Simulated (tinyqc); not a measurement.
Poole-Frenkel parameters from three currents.

Question. Poole-Frenkel conduction in an insulator follows J = s0 F exp[-(pt - sqrt(q F/(pi eps0 ei)))/Vt], Vt = kB T/q, F in V/cm. Find ei, pt and s0.

Constants: q = 1.602176634e-19 C, kB = 1.380649e-23 J/K, eps0 = 8.8541878128e-14 F/cm where lengths are in cm. Results are converted to the units shown.

J at (1.12 MV/cm, 400 K), (4.5 MV/cm, 400 K) and (4.5 MV/cm, 450 K) (A/cm^2): 3.0345687e-5  10.393026  40.123623

Answer. The two fields give the lowering coefficient and so ei; the two temperatures give the lowered barrier, to which the lowering is added back.

ei = 4.250
pt = 1.200 eV
s0 = 0.4400 S/cm

tinyqc, about 0.01 s, one thread, Intel Xeon 2.30GHz (shared host): `OMP_NUM_THREADS=1 python tinyqc.py 2370128 2370129 out.jsonl`
